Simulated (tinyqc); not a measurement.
Trap density from the capacitance step.

Problem. A junction with shallow donors Nd and a deep trap has C_HF = eps0 eps_r/W and C_LF = eps0 eps_r (Nd + Nt)/(Nd W + Nt xt), xt = W - lam. Find W, xt and Nt.

Inputs (values chosen for the exercise):
```
symbol,value,unit,meaning
eps_r,11.5,,relative permittivity
Nd,1.1e15,cm^-3,shallow donor density
```

Constants: eps0 = 8.8541878128e-14 F/cm where lengths are in cm. Results are converted to the units shown.

C_HF = 7.8283423 nF/cm^2
C_LF = 9.0864885 nF/cm^2
lam = 321.60571 nm

Solution. C_HF gives W. With y = C_LF/C_HF, Nt/Nd = (y - 1)/(1 - y xt/W).

W = 1.30e3 nm
xt = 979 nm
Nt = 1.40e15 cm^-3

Numbers from tinyqc (`OMP_NUM_THREADS=1 python tinyqc.py 2050141 2050142 out.jsonl`; about 0.01 s on one thread of a shared Intel Xeon 2.30GHz).
